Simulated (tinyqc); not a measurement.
Floating body of a partially depleted SOI transistor: body voltage and kink: two steps of the calculation.

Source at 0 V. Channel current Ic = 2 nf K Vt^2 [F(0) - F(Vd)](1 + la Vd), F(V) = ln^2(1 + exp((Vg - VT - nf V)/(2 nf Vt))), VT = VT0 - gb Vb. Saturation voltage Vs = 2 Vt sqrt(F(0)) + 3 Vt, excess Ve = (Vd - Vs + sqrt((Vd - Vs)^2 + 0.0004 V^2))/2, multiplication M1 = Ai Ve exp(-Bl/Ve). Each junction passes D(v) = J1 (exp(v/Vt) - 1) + J2 (exp(v/(2 Vt)) - 1). Bipolar current Ib = bb J1 (exp(Vb/Vt) - 1). The body settles where M1 (Ic + Ib) = D(Vb) + D(Vb - Vd) + Vb/Rb; drain current Id = (1 + M1)(Ic + Ib) - D(Vb - Vd).

Inputs (values chosen for the exercise); values of the order met in partially depleted silicon-on-insulator transistors:
- T = 398 K (temperature)
- VT0 = 0.43 V (threshold at zero body voltage)
- gb = 0.2 (fall of the threshold per volt of body voltage)
- nf = 1.36 (slope factor)
- K = 440 uA/(V^2 um) (gain factor per width)
- la = 0.1 1/V (channel-length modulation factor)
- Ai = 1.16 1/V (impact-ionisation prefactor)
- Bl = 6.6 V (impact-ionisation voltage)
- J1 = 2.3e-10 uA/um (diffusion saturation current of each junction)
- J2 = 2e-7 uA/um (recombination saturation current of each junction)
- bb = 3 (gain of the lateral bipolar transistor on the diffusion current)
- Rb = 5000 kohm um (resistance of a weak body tie to the source (1e9 stands for no tie, and the term is then dropped))
- Vg = 0.64 V (gate voltage)
- Vd = 1.4 V (drain voltage)

Constants: q = 1.602176634e-19 C, kB = 1.380649e-23 J/K, Vt = kB T/q. Results are converted to the units shown.

Question 1. New Vb. Current into the body I_in = M1 (Ic + Ib) - D(Vb - Vd), current out I_out = D(Vb) + Vb/Rb; f = ln(I_in/I_out), s = df/dVb by central differences over 1e-5 V, Vb(new) = Vb - f/s.

Vb at the start = 0.3 V

Find: Ic; Ve; M1; I_in; I_out; f; s; Vb after iteration 1.

Answer 1.

Ic = 13.95 uA/um
Ve = 1.095 V
M1 = 0.003063
I_in = 0.04272 uA/um
I_out = 0.06002 uA/um
f = -0.3399
s = -2.853 1/V
Vb after iteration 1 = 0.1809 V

Question 2. Drain current with floating and with grounded body. Id and VT at the converged Vb, Id at Vb = 0, their ratio, and the bipolar share Ib/(Ic + Ib).

converged Vb = 0.20268842 V

Find: VT; Id, floating; Id, grounded; ratio; bipolar share.

Answer 2.

VT = 0.38946 V
Id, floating = 12.191 uA/um
Id, grounded = 8.9069 uA/um
ratio = 1.3688
bipolar share = 2.0876e-6 %

The body rises to 0.203 V and lowers the threshold by 40.5 mV.

Range of the model: The multiplication law is an empirical form chosen for the exercise; self-heating and capacitive coupling to the body are left out, and the linear laws are rough once Vb passes about 0.7 V or M1 about 0.1.

Numbers from tinyqc (`OMP_NUM_THREADS=1 python tinyqc.py 2182014 2182015 out.jsonl`; about 0.2 s on one thread of a shared Intel Xeon 2.30GHz).
